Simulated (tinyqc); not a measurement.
Absorber share: periodic multilayer mirror for extreme ultraviolet light.

s polarisation, vacuum above. q_j = sqrt(N_j^2 - sin^2 theta); interface r_jk = (q_j - q_k)/(q_j + q_k) exp(-2 (2 pi/lam)^2 q_j q_k sg^2) (Nevot-Croce; sg = 0 if not given); phase factor of a layer x_j = exp(4 pi i q_j d_j/lam). Each period has the spacer (thickness (1 - Gm) L) on top of the absorber (Gm L). In this recursion R is the amplitude; R in tables and results is the reflectance, its squared modulus. The substrate is of the spacer material. Starting with R = 0 in it, each interface upward gives R -> (r + R x)/(1 + r R x), x that of the layer below the interface (1 for the substrate).

Inputs chosen for the exercise (optical constants near those of Mo and Si at 13.5 nm; shifted at random, so the results belong to these values and not to a real crystal): lam = 13.5 nm (wavelength); dA = (0.0784, 0.0063) (delta and beta of the absorber, N = 1 - delta + i beta); dS = (0.0011, 0.00194) (delta and beta of the spacer and the substrate); theta = 9 degrees (angle from the normal); sg = 0.2 nm (interface roughness); Np = 30 (periods).

For each Gm the period is set so that lam_B = 2 L Re(mean q) equals lam - 0.09 nm.

Results:

| Gm | L (nm) | R |
|---|---|---|
| 0.15 | 6.878 | 0.401 |
| 0.20 | 6.906 | 0.532 |
| 0.25 | 6.934 | 0.617 |
| 0.30 | 6.962 | 0.668 |
| 0.35 | 6.991 | 0.695 |
| 0.40 | 7.019 | 0.708 |
| 0.45 | 7.048 | 0.710 |
| 0.50 | 7.077 | 0.704 |
| 0.60 | 7.136 | 0.667 |
| 0.70 | 7.196 | 0.588 |

How do the results move, and what explains it?

The largest value listed is 0.710 at 0.45. The contrast of a period goes as sin(pi Gm) and is largest at 0.5, while the loss grows with Gm; R is 0.704 at 0.5, 0.668 at 0.3 and 0.588 at 0.7. Contrast counts most here, so the best share lies near 0.5, a little below it through absorption.

Program tinyqc; command `OMP_NUM_THREADS=1 python tinyqc.py 1682188 1682189 out.jsonl`; about 0.01 s on one thread of a shared Intel(R) Xeon(R) Processor @ 2.30GHz.
